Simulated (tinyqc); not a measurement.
Worked calculation: exciton in an atomically thin sheet (Rytova-Keldysh potential). Values are carried at full precision from step to step, so a last printed digit may differ when a step is redone from the rounded ones.

Constants: Ry = 13.60569312 eV; a0 (Bohr radius) = 0.5291772105 angstrom; hbar^2/2m0 = 3.80998211 eV angstrom^2; e^2/(4 pi eps0) = 14.39964547 eV angstrom.

Inputs chosen for the exercise (near those of a MoSe2 monolayer; the results hold for these values, not for the real material): me = 0.577 m0 (electron mass); mh = 0.612 m0 (hole mass); kap = 2.45 (mean dielectric constant of the surroundings); Eg = 1.903 eV (gap, in these surroundings); al = (0.000686, 0.00309, 0.0139, 0.0625) 1/angstrom^2 (exponents a_i); r0 = 49.8 angstrom (screening length of the sheet).

## Exciton units

1/mu = 1/me + 1/mh, Ry* = Ry mu/kap^2, a* = a0 kap/mu.

mu = 0.29699 m0
Ry* = 673.184 meV
a* = 4.37 angstrom

## Hydrogen-like series

Binding Ry*/n^2 in three dimensions and Ry*/(n - 1/2)^2 in two; strengths relative to n = 1 go as 1/n^3 and (1/2)^3/(n - 1/2)^3. Lines at Eg less the binding.

Series:
```
n  3D binding (meV)  3D line (eV)  3D strength  2D binding (meV)  2D line (eV)  2D strength
1            673.18        1.2298       1.0000           2692.74       -0.7897       1.0000
2            168.30        1.7347       0.1250            299.19        1.6038       0.0370
3             74.80        1.8282       0.0370            107.71        1.7953       0.0080
4             42.07        1.8609       0.0156             54.95        1.8480       0.0029
```

The two-dimensional value exceeds the gap: with bare Coulomb screening the model fails here, and the screening of the sheet itself is needed.

## Overlap and kinetic matrices

Relative motion in the plane with V(k) = -2 pi q/(k (kap + r0 k)), q = e^2/(4 pi eps0), c = hbar^2/2m0. Normalised Gaussians exp(-a_i r^2): with A = a_i + a_j, S_ij = 2 sqrt(a_i a_j)/A, T_ij = (4c/mu)(a_i a_j/A) S_ij, V_ij = -q S_ij times the integral over k from 0 to infinity of exp(-k^2/4A)/(kap + r0 k).

Form S and T.

S:
```
[[1.00000, 0.77115, 0.42341, 0.20726],
 [0.77115, 1.00000, 0.77148, 0.42375],
 [0.42341, 0.77148, 1.00000, 0.77159],
 [0.20726, 0.42375, 0.77159, 1.00000]]
```

T (eV):
```
[[0.01760, 0.02221, 0.01420, 0.00722],
 [0.02221, 0.07928, 0.10008, 0.06403],
 [0.01420, 0.10008, 0.35663, 0.45022],
 [0.00722, 0.06403, 0.45022, 1.60357]]
```

## Potential matrix

Evaluate the integrals numerically.

V (eV):
```
[[-0.23234, -0.24558, -0.19353, -0.13087],
 [-0.24558, -0.36609, -0.36583, -0.26957],
 [-0.19353, -0.36583, -0.53121, -0.50572],
 [-0.13087, -0.26957, -0.50572, -0.71876]]
```

## Levels in the small basis

Solve (T + V) u = E S u; give the two lowest levels and the ground vector with u S u = 1 and its largest component positive.

levels (eV): [-0.2987, -0.1030]

ground vector: [0.092, 0.740, 0.219, 0.022]

## The converged series

Converged values use 20 Gaussians with exponents 2^i/b^2, i = -11 to 8, b the larger of a0 kap/(2 mu) and sqrt(a0 r0/mu), a0 = 0.5291772 angstrom; p states use r exp(i theta) exp(-a r^2).

Levels against the two-dimensional hydrogen series Ry*/(n - 1/2)^2; eps_n is the dielectric constant that would give each level in that series.

Series:
```
state  binding (meV)  hydrogen (meV)  eps_n  Eg + E (eV)
1s             298.9          2692.7   7.35        1.604
2p             135.8           299.2   3.64        1.767
2s             106.0           299.2   4.12        1.797
3p              66.1           107.7   3.13        1.837
3s              55.1           107.7   3.43        1.848
```

eps_n falls from 7.35 (1s) to 3.43 (3s) towards kap = 2.45: larger orbits see less of the sheet. 2p is bound 29.8 meV more strongly than 2s, which pure Coulomb attraction keeps degenerate. The small basis misses the 1s binding by 0.2 meV.

## Checks

- 1s binding for r0 = 0 against 4 Ry*, meV: 2692 against 2693.
- 2p binding for r0 = 0 against 4 Ry*/9, meV: both 299.2.

Program tinyqc; command `OMP_NUM_THREADS=1 python tinyqc.py 1281699 1281700 out.jsonl`; about 0.04 s on one thread of a shared Intel(R) Xeon(R) Processor @ 2.30GHz.
